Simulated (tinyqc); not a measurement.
Periodic multilayer mirror for extreme ultraviolet light: sweeps and comparisons. A value that a table varies takes the place of the one given here.

s polarisation, vacuum above. q_j = sqrt(N_j^2 - sin^2 theta); interface r_jk = (q_j - q_k)/(q_j + q_k) exp(-2 (2 pi/lam)^2 q_j q_k sg^2) (Nevot-Croce; sg = 0 if not given); phase factor of a layer x_j = exp(4 pi i q_j d_j/lam). Each period has the spacer (thickness (1 - Gm) L) on top of the absorber (Gm L). In this recursion R is the amplitude; R in tables and results is the reflectance, its squared modulus. The substrate is of the spacer material. Starting with R = 0 in it, each interface upward gives R -> (r + R x)/(1 + r R x), x that of the layer below the interface (1 for the substrate).

Values chosen for the exercise (optical constants near those of Mo and Si at 13.5 nm; shifted at random, so the results belong to these values and not to a real crystal): lam = 13.5 nm (wavelength); dA = (0.0741, 0.0067) (delta and beta of the absorber, N = 1 - delta + i beta); dS = (0.001, 0.00176) (delta and beta of the spacer and the substrate); L = 7.06 nm (period); Gm = 0.46 (absorber share of the period); theta = 9 degrees (angle from the normal); sg = 0.3 nm (interface roughness); Np = 20 (periods).

## Number of periods

The last column sets both beta to zero.

Reflectance:
```
periods      R  R without absorption
5        0.110                 0.125
10       0.316                 0.394
15       0.487                 0.644
20       0.593                 0.810
30       0.679                 0.953
40       0.700                 0.989
50       0.705                 0.997
60       0.706                 0.999
80       0.706                 1.000
100      0.706                 1.000
```

R reaches 0.700 at 40 periods and 0.706 at 100; it stays within 0.01 of the last value from 40 periods on. Without absorption the last value is 1.000: absorption, not the count of layers, caps the mirror, and the roughness, which weakens each reflection, lowers that cap further.

## Wavelength

The optical constants are held fixed.

Reflectance:
```
lam (nm)      R
12.9      0.117
13.0      0.254
13.1      0.382
13.2      0.477
13.3      0.540
13.4      0.578
13.5      0.593
13.6      0.586
13.7      0.552
13.8      0.482
13.9      0.369
14.0      0.219
14.1      0.081
14.2      0.012
14.3      0.014
```

The largest value listed is 0.593 at 13.5 nm, against lam_B = 2 L Re(mean q) = 13.451 nm. R exceeds half of that from 13.1 to 13.9 nm of the wavelengths listed, at least 5.9 % of the wavelength; a chain of ten mirrors narrows it, since R^10 falls to half where R has lost only 7 %.

## Absorber share

For each Gm the period is set so that lam_B = 2 L Re(mean q) equals lam - 0.09 nm.

Results:
```
Gm    L (nm)      R
0.15   6.873  0.235
0.20   6.899  0.345
0.25   6.926  0.437
0.30   6.952  0.506
0.35   6.979  0.552
0.40   7.006  0.580
0.45   7.033  0.592
0.50   7.061  0.591
0.60   7.116  0.552
0.70   7.173  0.459
```

The largest value listed is 0.592 at 0.45. The contrast of a period goes as sin(pi Gm) and is largest at 0.5, while the loss grows with Gm; R is 0.591 at 0.5, 0.506 at 0.3 and 0.459 at 0.7. Contrast counts most here, so the best share lies near 0.5, a little below it through absorption.

## Angle of incidence

Results:
```
theta (degrees)  lam_B (nm)      R
0                    13.631  0.542
2                    13.622  0.546
4                    13.595  0.558
6                    13.551  0.573
8                    13.488  0.588
10                   13.408  0.595
12                   13.311  0.583
14                   13.195  0.532
16                   13.063  0.403
18                   12.913  0.166
20                   12.745  0.011
```

lam_B = 2 L Re(mean q) falls with the angle, from 13.631 to 12.745 nm; the largest value listed is 0.595 at 10 degrees. R stays above 90 % of that value at 0, 2, 4, 6, 8, 10 and 12 degrees, which bounds the cone of light that a mask or mirror with this period accepts.

## Tolerances

R of the mirror, and R^10 for a chain of ten such mirrors. Each row changes one parameter from the base and keeps the others.

Results:
```
case                         R     R^10
base                    0.5929  0.00536
L = 7.1 nm              0.5834  0.00456
Gm = 0.5                0.5908  0.00518
theta = 11 degrees      0.5921  0.00530
sg = 0.5 nm             0.5612  0.00310
dA = (0.0741, 0.00804)  0.5683  0.00351
lam = 13.55 nm          0.5923  0.00532
```

The largest shifts from the base row, up to three for each result and ties (the steps differ in size, so this ranks the rows, not the parameters). R: sg -0.0316, dA -0.0246, L -0.0095. R^10: sg -0.00226, dA -0.00185, L -0.000801.

tinyqc: `OMP_NUM_THREADS=1 python tinyqc.py 1652716 1652717 out.jsonl`; about 0.01 s, one thread, shared Intel(R) Xeon(R) Processor @ 2.30GHz.
